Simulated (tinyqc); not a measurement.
## Composition from the perpendicular lattice constant

Problem. The layer is x parts of the first compound and 1 - x of the second, grown coherently on the second as substrate and barrier. Rows of the table: lattice constant a, average valence level Ea on an absolute scale, spin-orbit splitting so, gaps at Gamma, X and L, hydrostatic deformation potentials av and ac (Gamma), shear potential b, elastic constants, electron and heavy-hole (along z) masses. All are interpolated linearly in x; gaps get -C x (1 - x), taken wholly in the conduction band; real line-ups can differ from this model by 0.1 eV or more. In-plane strain e = (a_substrate - a)/a, e_z = -2 (c12/c11) e, volume change 2 e + e_z. X-ray diffraction gives a_z = a (1 + e_z) of the coherent layer. Find x, e and the relaxed Gamma gap.

Inputs (values chosen for the exercise): bowing of the Gamma gap CG = 0.1 eV; bowing of the X gap CX = 0.27 eV; bowing of the L gap CL = 0.27 eV.

Binary compounds, values chosen for the exercise:
```
,close to InAs,close to InP
a (angstrom),6.058,5.869
Ea (eV),-6.67,-7.04
so (eV),0.377,0.109
EG (eV),0.357,1.33
EX (eV),1.36,2.2
EL (eV),1.06,1.91
av (eV),0.986,1.27
ac (eV),-5.14,-5.06
b (eV),-1.82,-1.73
c11 (GPa),82.8,101
c12 (GPa),45.8,56.8
me (m0),0.0228,0.0806
mh (m0),0.327,0.527
```

lattice constant along the growth direction = 5.95720296 angstrom

Answer. a_z changes steadily with x, about (1 + 2 c12/c11) times as fast as the relaxed lattice constant, so one composition matches.

x = 0.2200
e = -0.7035 %
relaxed Gamma gap = 1.099 eV

Computed by the program tinyqc: `OMP_NUM_THREADS=1 python tinyqc.py 2690051 2690052 out.jsonl`, one thread of a shared Intel Xeon 2.30GHz, about 0.01 s for the whole run.
